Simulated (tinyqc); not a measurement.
Where a trap does most harm: tunnelling through a thin dielectric with one trap, as a tight-binding chain.

Hopping -t everywhere, t = c/(m a^2), c = hbar^2/2m0; lead sites at 2t (band bottom 0), barrier sites 1 to N at 2t + phi, and site j has U besides. No voltage. Leads give S = -t exp(ika) on sites 1 and N, cos(ka) = 1 - E/(2t). T = (2 t sin(ka))^2 |G_1N|^2, G = (E - H - S)^-1. In the barrier cosh(q a) = 1 + (phi - E)/(2t).

Resonance: the lowest eigenvalue of H + S(E), iterated until its real part equals E (40 rounds from Eb = phi + 2t - sqrt(4t^2 + U^2), the level in an endless barrier). With v the normalised squared amplitudes of that state, Gamma_L = 2 t sin(ka) v_1, Gamma_R = 2 t sin(ka) v_N; Breit-Wigner T = Gamma_L Gamma_R/((E - Er)^2 + (Gamma_L + Gamma_R)^2/4).

Constants: hbar^2/2m0 = 3.80998211 eV angstrom^2.

Inputs chosen for the exercise (barrier and mass of the size used for Al2O3 on silicon; shifted at random, so the results belong to these values and not to a real crystal): a = 2.5 angstrom (site spacing); m = 0.32 m0 (mass, the same in leads and barrier); phi = 2.01 eV (conduction edge of the barrier above that of the leads); N = 8 (barrier sites); U = -3.01 eV (extra energy on the trap site).

The trap is moved through the barrier. The area under the resonance, 2 pi Gamma_L Gamma_R/(Gamma_L + Gamma_R), sets the current through it.

Against position:

| j | Er (eV) | Gamma_L (meV) | Gamma_R (meV) | peak | area (meV) |
|---|---|---|---|---|---|
| 3 | 0.9652 | 102 | 1.31 | 0.0504 | 8.15 |
| 4 | 0.9654 | 23.5 | 5.51 | 0.616 | 28.0 |
| 5 | 0.9654 | 5.51 | 23.5 | 0.616 | 28.0 |
| 6 | 0.9652 | 1.31 | 102 | 0.0504 | 8.15 |

The area is largest at j = 4 and 5 (28.0 meV) and 3.44 times smaller at j = 3: the slower of the two steps limits the current, so traps in the middle carry most. Each site towards a lead multiplies its width by about 4.26, close to exp(2 q a) = 4.26 at Eb.

tinyqc: `OMP_NUM_THREADS=1 python tinyqc.py 1451776 1451777 out.jsonl`; about 0.04 s, one thread, shared Intel(R) Xeon(R) Processor @ 2.30GHz.
